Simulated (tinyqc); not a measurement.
Substrate current against gate voltage: lateral field, substrate current, probability of reaching the oxide barrier and hot-carrier lifetime of a silicon transistor (pseudo-two-dimensional and lucky-electron models). Computed by tinyqc, a small Python program. Command: `OMP_NUM_THREADS=1 python tinyqc.py 3027147 3027148 out.jsonl hotcar walk`. One thread of a shared host (Intel(R) Xeon(R) Processor @ 2.30GHz), about 0.01 s of CPU time with the checks.

Local-field models: a lucky carrier gains its energy at the peak field over a path free of collisions. Voltages are magnitudes.

Inputs (values chosen for the exercise, modelled on a silicon n-channel): channel length L = 260 nm; oxide thickness t = 7.3 nm; junction depth x_j = 77 nm; mobility mu = 380 cm^2/(V s); saturation velocity v_s = 0.8 1e7 cm/s; threshold voltage V_T = 0.75 V; drain voltage V_D = 3.2 V; ionisation prefactor A_i = 2.2e+06 1/cm; ionisation field B_i = 1.77 MV/cm; hot-carrier mean free path lambda = 8 nm; oxide barrier phi_b = 3.1 eV; interface-trap threshold phi_it = 3.8 eV; lifetime constant H = 100 s microampere/micrometre; length of the depleted extension L_n = 22 nm.

Drain: lightly doped extension.

Constants: eps_0 = 8.8541878128e-12 F/m.

Method:
- C_ox = 3.9 eps_0/t; F_sat = 2 v_s/mu; V_Dsat = V_ov F_sat L/(V_ov + F_sat L), V_ov = V_G - V_T; I_D/W = C_ox v_s (V_ov - V_Dsat).
- Scale length l = 0.22 t^(1/3) x_j^(1/2) (all in cm); F_m = sqrt(((V_D - V_Dsat)/l_e)^2 + F_sat^2), with l_e = l + L_n; length of the velocity-saturated region l_e ln((V_D - V_Dsat)/(l_e F_sat) + F_m/F_sat).
- Substrate current I_sub/I_D = (A_i/B_i)(V_D - V_Dsat) exp(-B_i/F_m); probability of reaching the oxide barrier exp(-phi_b/(e lambda F_m)); lifetime tau = (H/(I_D/W)) exp(phi_it/(e lambda F_m)).

At the given drain voltage:
```
V_G (V)  V_Dsat (V)  I_D/W (microampere/micrometre)  F_m (kV/cm)  I_sub/W (microampere/micrometre)     tau (s)
0.89        0.12413                            6.01       401.84                            0.2806  2.2643e+06
1.00        0.20352                           17.59       391.59                            0.7132  1.0540e+06
1.20        0.31891                           49.61       376.68                            1.6175  6.0383e+05
1.50        0.44508                          115.39       360.40                            2.9095  4.5894e+05
1.90        0.56084                          222.95       345.47                            4.3552  4.1989e+05
2.30        0.64159                          343.76       335.06                            5.5518  4.1747e+05
2.70        0.70112                          472.61       327.38                            6.5869  4.2332e+05
3.10        0.74683                          606.68       321.50                            7.5183  4.3014e+05
3.50        0.78303                          744.35       316.83                            8.3812  4.3571e+05
```

What follows from these numbers?

I_sub rises over the whole table: the growing drain current outweighs the fall of F_m. The shortest lifetime among the rows lies at V_G = 2.3 V, below that of the largest I_sub, since tau depends more steeply on the field.

Extremes, crossings and ranges named in words are read from the listed rows.
